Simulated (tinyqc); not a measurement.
Inside a calculation. Model: double-gate transistor, scale length and short-channel effects.

Program tinyqc, `OMP_NUM_THREADS=1 python tinyqc.py 2420039 2420040 out.jsonl`; Intel Xeon 2.30GHz, shared host, one thread, about 0.01 s. Printed values are rounded.

A body of thickness ts between two insulators of thickness ti and two tied gates. Below threshold the potential that source and drain add obeys Laplace's equation and vanishes on the gate. Its lowest mode decays along the channel as exp(-k y); k is the smallest positive root of the matching condition at the interface, and the scale length is Lambda = pi/k.

Parameters, values chosen for the exercise; permittivities: semiconductor made up, insulator close to that of silicon nitride: temperature T = 300 K; relative permittivity of the semiconductor eps_r = 17.3; relative permittivity of the insulator ei = 7.17; insulator thickness ti = 2.4 nm; body thickness ts = 9.7 nm; channel length L = 35 nm; potential of the source Vbi = 0.98 V; potential of the barrier top at threshold sT = 0.56 V; long-channel threshold VTL = 0.4 V; long-channel body factor m = 1; drain voltage Vds = 0.8 V.

Constants: q = 1.602176634e-19 C, kB = 1.380649e-23 J/K, Vt = kB T/q. Results are converted to the units shown.

## Scan of the matching condition

| point | k (1/nm) |
|---|---|
| 0 | 0.025 |
| 1 | 0.05 |
| 2 | 0.075 |
| 3 | 0.1 |
| 4 | 0.125 |
| 5 | 0.15 |
| 6 | 0.175 |
| 7 | 0.2 |

f(k) = ei cos(k ti) cos(k ts/2) - eps_r sin(k ti) sin(k ts/2).

| point | f(k) |
|---|---|
| 0 | 6.97908 |
| 1 | 6.41284 |
| 2 | 5.49067 |
| 3 | 4.24414 |
| 4 | 2.71602 |
| 5 | 0.95881 |
| 6 | -0.96695 |
| 7 | -2.99466 |

The first change of sign lies between k = 0.15 and 0.175 1/nm.

## Iteration 1: decay constant by Newton steps

k at the start = 0.15 1/nm

f(k) = ei cos(k ti) cos(k ts/2) - eps_r sin(k ti) sin(k ts/2); f' by a central difference with +/- 1e-5 1/nm; k(new) = k - f/f'.

f = 0.958808
f' = -74.0859 nm
k after iteration 1 = 0.162942 1/nm

## Iteration 2: decay constant by Newton steps

As before.

f = -0.0211520
f' = -77.2375 nm
k after iteration 2 = 0.162668 1/nm

## Course of the iteration: decay constant by Newton steps

Stop when k changes by less than 1e-10 1/nm, or after 30 iterations.

Course of the iteration:

| iteration | k (1/nm) | \|change\| (1/nm) |
|---|---|---|
| 1 | 0.162942 | 0.0129 |
| 2 | 0.162668 | 2.74e-4 |
| 3 | 0.162668 | 1.05e-7 |
| 4 | 0.162668 | 1.55e-14 |

Converged in 4 iterations. The change falls from 0.013 in the first iteration to below the tolerance in the last.

## Scale length against simple estimates

k = 0.162668 1/nm

Lambda = pi/k and l = 1/k. A parabolic potential across the structure gives l(parabolic) = sqrt((eps_r/(2 ei)) ts ti (1 + ei ts/(4 eps_r ti))).

Lambda = 19.3129 nm
l = 6.14749 nm
l(parabolic) = 6.31242 nm

The parabolic estimate is 2.7 % above l.

## Threshold shift, barrier position and swing

Along the channel psi(y) = s + a exp(y/l) + b exp(-y/l) with psi(0) = Vbi, psi(L) = Vbi + Vds and l = 1/k = Lambda/pi; with A = Vbi - s, B = A + Vds, x = exp(-L/l): a = (B - A x) x/(1 - x^2), b = (A - B x)/(1 - x^2). The minimum is s + 2 sqrt(a b), at y = (l/2) ln(b/a). The long-channel potential follows the gate as s = sT + (Vg - VTL)/m, and the threshold VT is the gate voltage at which the minimum equals sT. Swing = m Vt ln 10/g at threshold, g = d(minimum)/ds = 1 - (b x + a)/((1 + x) sqrt(a b)).

s at threshold = 0.464946 V
a = 0.00442358 V
b = 0.510630 V
position of the minimum = 14.5963 nm
VT = 0.304946 V
swing = 68.3292 mV/decade

The threshold lies 95.1 mV below the long-channel value, and the barrier top sits at 0.42 L from the source.
